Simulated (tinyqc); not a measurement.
Worked calculation: bound state in one dimension: Numerov shooting, finite differences, DVR. Computed by tinyqc, a small Python program that keeps every step. Settings: points = 48. Command: `OMP_NUM_THREADS=1 python tinyqc.py 21387 21388 out.jsonl` (the two numbers bound the seeds that draw the settings). One thread of a shared host (Intel(R) Xeon(R) Processor @ 2.60GHz), about 0.01 s of CPU time with the checks.

## Numerov steps at E = 0.1

One particle of mass 1 in V = 0.7^2 x^2/2 + 0 x^4 (atomic units), psi = 0 at both ends:
```
parameter                 value
left end              -4.500000
right end              4.500000
intervals                    48
h                      0.187500
state sought (nodes)          1
```

k_i = 2 m (E - V_i); (1 + h^2 k_(i+1)/12) y_(i+1) = 2 (1 - 5 h^2 k_i/12) y_i - (1 + h^2 k_(i-1)/12) y_(i-1), from y_0 = 0, y_1 = 0.001.

Points along the way:
```
i         x       V        k       y
0   -4.5000  4.9612  -9.7225  0.0000
1   -4.3125  4.5564  -8.9129  0.0010
2   -4.1250  4.1688  -8.1377  0.0023
3   -3.9375  3.7985  -7.3969  0.0043
4   -3.7500  3.4453  -6.6906  0.0074
5   -3.5625  3.1094  -6.0188  0.0123
16  -1.5000  0.5513  -0.9025  0.6253
17  -1.3125  0.4221  -0.6441  0.7796
18  -1.1250  0.3101  -0.4202  0.9514
19  -0.9375  0.2153  -0.2307  1.1372
20  -0.7500  0.1378  -0.0756  1.3321
21  -0.5625  0.0775   0.0450  1.5306
```

## Bisection on the node count

With more sign changes than the state has nodes (the last point included) the energy is too high, else too low; the bracket starts as 0.1 to 12.

Trials:
```
trial         E  sign changes  y at the right end   next
1      6.050000             8            3.17e-03  lower
2      3.075000             4            1.43e-02  lower
3      1.587500             2            8.11e-01  lower
4      0.843750             1           -1.44e+01  raise
5      1.215625             2            2.87e+00  lower
6      1.029688             1           -7.76e-01  raise
7      1.122656             2            1.91e+00  lower
8      1.076172             2            8.33e-01  lower
9      1.052930             2            1.01e-01  lower
10     1.041309             1           -3.19e-01  raise
11     1.047119             1           -1.04e-01  raise
12     1.050024             1           -5.62e-04  raise
13     1.051477             2            5.04e-02  lower
14     1.050751             2            2.50e-02  lower
...         ...           ...                 ...    ...
29     1.050040             1           -6.58e-07  raise
30     1.050040             1           -2.67e-07  raise
31     1.050040             1           -7.13e-08  raise
```

eigenvalue = 1.050040 hartree

## The same grid by other methods

Three-point finite differences and the sine-DVR kinetic matrix of Colbert and Miller on the same points.

Lowest levels (hartree):
```
state  finite differences     DVR
0                  0.3495  0.3500
1                  1.0474  1.0501
2                  1.7436  1.7506
3                  2.4408  2.4544
```
